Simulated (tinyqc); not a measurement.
Floating body of a partially depleted SOI transistor: body voltage and kink: one step of the calculation.

Source at 0 V. Channel current Ic = 2 nf K Vt^2 [F(0) - F(Vd)](1 + la Vd), F(V) = ln^2(1 + exp((Vg - VT - nf V)/(2 nf Vt))), VT = VT0 - gb Vb. Saturation voltage Vs = 2 Vt sqrt(F(0)) + 3 Vt, excess Ve = (Vd - Vs + sqrt((Vd - Vs)^2 + 0.0004 V^2))/2, multiplication M1 = Ai Ve exp(-Bl/Ve). Each junction passes D(v) = J1 (exp(v/Vt) - 1) + J2 (exp(v/(2 Vt)) - 1). Bipolar current Ib = bb J1 (exp(Vb/Vt) - 1). The body settles where M1 (Ic + Ib) = D(Vb) + D(Vb - Vd) + Vb/Rb; drain current Id = (1 + M1)(Ic + Ib) - D(Vb - Vd).

Problem. New Vb. Current into the body I_in = M1 (Ic + Ib) - D(Vb - Vd), current out I_out = D(Vb) + Vb/Rb; f = ln(I_in/I_out), s = df/dVb by central differences over 1e-5 V, Vb(new) = Vb - f/s.

Inputs (values chosen for the exercise); values of the order met in partially depleted silicon-on-insulator transistors:
- T = 358 K (temperature)
- VT0 = 0.46 V (threshold at zero body voltage)
- gb = 0.14 (fall of the threshold per volt of body voltage)
- nf = 1.21 (slope factor)
- K = 180 uA/(V^2 um) (gain factor per width)
- la = 0.05 1/V (channel-length modulation factor)
- Ai = 2.18 1/V (impact-ionisation prefactor)
- Bl = 5.6 V (impact-ionisation voltage)
- J1 = 7.6e-10 uA/um (diffusion saturation current of each junction)
- J2 = 8.6e-7 uA/um (recombination saturation current of each junction)
- bb = 0.5 (gain of the lateral bipolar transistor on the diffusion current)
- Rb = 1e9 kohm um (resistance of a weak body tie to the source (1e9 stands for no tie, and the term is then dropped))
- Vg = 0.41 V (gate voltage)
- Vd = 2 V (drain voltage)

Constants: q = 1.602176634e-19 C, kB = 1.380649e-23 J/K, Vt = kB T/q. Results are converted to the units shown.

Vb at the start = 0.49 V

Find: Ic; Ve; M1; I_in; I_out; f; s; Vb after iteration 1.

Solution.

Ic = 0.31073 uA/um
Ve = 1.8566 V
M1 = 0.19824
I_in = 0.062197 uA/um
I_out = 0.0084269 uA/um
f = 1.9989
s = -25.068 1/V
Vb after iteration 1 = 0.56974 V

Range of the model: The multiplication law is an empirical form chosen for the exercise; self-heating and capacitive coupling to the body are left out, and the linear laws are rough once Vb passes about 0.7 V or M1 about 0.1.

tinyqc, about 0.2 s, one thread, Intel Xeon 2.30GHz (shared host): `OMP_NUM_THREADS=1 python tinyqc.py 2182112 2182113 out.jsonl`
